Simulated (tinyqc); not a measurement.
# Fully depleted semiconductor-on-insulator film with two gates, non-linear Poisson equation by Newton steps: what changes with what

One dimension across the film, front interface at x = 0, back interface at x = ts. psi is counted from the intrinsic level, n = ni exp(psi/Vt) (source grounded), holes neglected, acceptors ionised. Gates act through Cox = eps0 eox/tox and Cbox = 3.9 eps0/tb with potentials G1 = Vg - (phiM - chi - Vt ln(Nc/ni)) and G2 = Vb - (phiB - chi - Vt ln(Nc/ni)). Classical Boltzmann densities, no interface charge, no depletion in the back plane.

Inputs (values chosen for the exercise); band and dielectric values close to those of silicon:
- T = 250 K (temperature)
- Eg = 1.11 eV (band gap)
- eps_r = 11.6 (relative permittivity)
- Nc = 2.11e19 cm^-3 (conduction-band density of states at T)
- Nv = 1.98e19 cm^-3 (valence-band density of states at T)
- chi = 4.01 eV (electron affinity)
- eox = 9.14 (relative permittivity of the gate insulator (close to aluminium oxide))
- tox = 8.2 nm (insulator thickness)
- ts = 15 nm (film thickness)
- tb = 45 nm (buried-oxide thickness (eps_r 3.9))
- Na = 1e15 cm^-3 (acceptor density of the film)
- phiM = 4.15 eV (work function of the front gate)
- phiB = 5.06 eV (work function of the back plane)
- Vb = 0 V (back-gate voltage)

Constants: q = 1.602176634e-19 C, kB = 1.380649e-23 J/K, Vt = kB T/q, eps0 = 8.8541878128e-14 F/cm where lengths are in cm. Results are converted to the units shown.

Each table varies one quantity; the others keep the values above.

## Charge against front-gate voltage

ni = sqrt(Nc Nv) exp(-Eg/(2 Vt)), Eg in volts. The Poisson equation eps0 eps_r d2psi/dx2 = q (n + Na), with -eps0 eps_r dpsi/dx = Cox (G1 - psi) at x = 0 and eps0 eps_r dpsi/dx = Cbox (G2 - psi) at x = ts, is solved on 300 equal intervals with half boxes at both ends; N_inv is the trapezoid sum of n. Swing = ln 10/(d ln N_inv/dVg); the last column is (dN_inv/dVb)/(dN_inv/dVg).

Charge against front-gate voltage:
```
Vg (V),psi front (V),psi back (V),N_inv (cm^-2),centroid/ts,swing (mV/decade),q dN_inv/dVg over Cox,back/front leverage
-0.27,0.104,0.0432,8.17e3,0.292,54.7,5.58e-8,0.102
-0.12,0.244,0.169,4.58e6,0.256,54.5,3.14e-5,0.0983
0.03,0.384,0.295,2.57e9,0.226,55.4,0.0173,0.0948
0.18,0.489,0.380,2.39e11,0.185,153,0.583,0.0887
0.33,0.528,0.398,9.12e11,0.142,418,0.816,0.0826
0.48,0.549,0.403,1.70e12,0.115,720,0.884,0.0795
0.63,0.564,0.405,2.53e12,0.0974,1.03e3,0.915,0.0779
0.78,0.575,0.407,3.39e12,0.0848,1.36e3,0.934,0.0768
0.93,0.584,0.408,4.26e12,0.0755,1.68e3,0.946,0.0761
```

What does the comparison show?

N_inv passes 1e11 cm^-2 at Vg = 0.134 V. The swing starts at 54.7 mV a decade, against (1 + k) Vt ln 10 = 53.1 for a front channel with k = Cs Cbox/(Cox (Cs + Cbox)) = 0.0699, Cs = eps0 eps_r/ts; above threshold this column is no longer a subthreshold swing. The centroid falls from 0.292 to 0.0755 of ts and the leverage of the back gate falls from 0.102 to 0.0761. For Vg = 0.48, 0.63, 0.78, 0.93 the density at an interface exceeds 0.3 Nc, where Boltzmann statistics fail. For Vg = 0.18, 0.33, 0.48, 0.63, 0.78, 0.93 the classical centroid lies within 3 nm of an interface, where confinement, left out, would push it away.

## Threshold and coupling against the buried-oxide thickness

VT is the Vg for N_inv = 1e11 cm^-2; -dVT/dVb from the linearised equation. Limits with Cs = eps0 eps_r/ts: front channel Cs Cbox/(Cox (Cs + Cbox)), back channel Cbox (Cox + Cs)/(Cox Cs). Swing at N_inv = 1e8 cm^-2.

Result of one run:
```
tb (nm),VT (V),centroid/ts at VT,-dVT/dVb,front-channel limit,back-channel limit,swing (mV/decade)
9.9,0.323,0.0637,0.261,0.234,0.863,62.9
```

What becomes of these results when the buried-oxide thickness (eps_r 3.9) tb is changed from 9.9 to 16 nm, all else the same?

Result of the changed run:
```
tb (nm),VT (V),centroid/ts at VT,-dVT/dVb,front-channel limit,back-channel limit,swing (mV/decade)
16,0.247,0.0897,0.192,0.166,0.534,59.4
```

The whole series:
```
tb (nm),VT (V),centroid/ts at VT,-dVT/dVb,front-channel limit,back-channel limit,swing (mV/decade)
6,0.413,0.0469,0.346,0.317,1.42,67.1
9.9,0.323,0.0637,0.261,0.234,0.863,62.9
16,0.247,0.0897,0.192,0.166,0.534,59.4
27,0.182,0.135,0.133,0.109,0.316,56.5
45,0.134,0.200,0.0912,0.0699,0.190,54.4
73,0.102,0.270,0.0624,0.0448,0.117,53.0
120,0.0795,0.332,0.0410,0.0280,0.0712,51.8
200,0.0643,0.379,0.0259,0.0171,0.0427,51.0
```

As tb goes from 6 to 200, VT falls from 0.413 to 0.0643 V, the centroid rises from 0.0469 to 0.379 of ts and -dVT/dVb falls from 0.346 to 0.0259. The coupling covers 2.61 % of the way from the front-channel to the back-channel limit in the first row and 34.4 % in the last.

Program tinyqc, `OMP_NUM_THREADS=1 python tinyqc.py 2190072 2190073 out.jsonl`; Intel Xeon 2.30GHz, shared host, one thread, about 0.4 s.
